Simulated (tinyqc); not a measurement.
From results back to parameters: k.p values derived from sp3s* tight binding at Gamma. Four cases, with inputs chosen for the exercise.

Problem. The electron mass obeys m0/m = A + Ep/EG, where A gathers the direct term and the higher bands, and Ep = P^2/c with c = hbar^2/2m0, P = (a/4)(sa pc Vsapc + sc pa Vscpa). The mass comes from a hidden Vscpa (s cation, p anion); sa, sc are the anion and cation parts of S+, the upper s level at Gamma, and pa, pc those of P-, the lower p level (P+ is the upper one).

Constants: hbar^2/2m0 = 3.80998211 eV angstrom^2.

Case 1.

Values chosen (out of a larger set: near a published set for GaAs, fitted to gaps, whose masses and valley positions are rough; not measured data): a = 5.655 angstrom (lattice constant); Vsapc = 4.516 eV (s anion, p cation).

m = 0.1287047 m0
A = -1.57817
EG = 1.675622 eV

sa, sc, pa, pc: 0.550649  -0.834737  0.882755  -0.469835

Case 2.

Values chosen (out of a larger set: near a published set for AlAs, fitted to gaps, whose masses and valley positions are rough; not measured data): a = 5.666 angstrom (lattice constant); Vsapc = 5.158 eV (s anion, p cation).

m = 0.3049885 m0
A = -1.63670
EG = 3.099306 eV

sa, sc, pa, pc: 0.535677  -0.844423  0.885361  -0.464904

Case 3.

Values chosen (out of a larger set: near a published set for InAs, fitted to gaps, whose masses and valley positions are rough; not measured data): a = 6.059 angstrom (lattice constant); Vsapc = 3.039 eV (s anion, p cation).

m = 0.0309823 m0
A = -1.52798
EG = 0.430577 eV

sa, sc, pa, pc: 0.488912  -0.872333  0.896339  -0.443370

Case 4.

Values chosen (out of a larger set: near a published set for GaSb, fitted to gaps, whose masses and valley positions are rough; not measured data): a = 6.093 angstrom (lattice constant); Vsapc = 5.023 eV (s anion, p cation).

m = 0.0647212 m0
A = -1.96389
EG = 0.790749 eV

sa, sc, pa, pc: 0.606032  -0.795440  0.877463  -0.479645

Find: Ep; Vscpa.

Solution. Ep = (m0/m - A) EG gives |P|; both terms of P have the sign of sc pa, and the linear relation gives Vscpa. A is held fixed, though its part from P+ also depends on Vscpa.

Case 1.

Ep = 15.66 eV
Vscpa = 5.83 eV

Case 2.

Ep = 15.23 eV
Vscpa = 5.48 eV

Case 3.

Ep = 14.56 eV
Vscpa = 5.45 eV

Case 4.

Ep = 13.77 eV
Vscpa = 4.72 eV

Computed by tinyqc, one run a case: `OMP_NUM_THREADS=1 python tinyqc.py N N+1 out.jsonl` with N = 1450948, 1451025, 1451168, 1451268; one thread of a shared Intel(R) Xeon(R) Processor @ 2.30GHz, about 0.01 s a run at most.
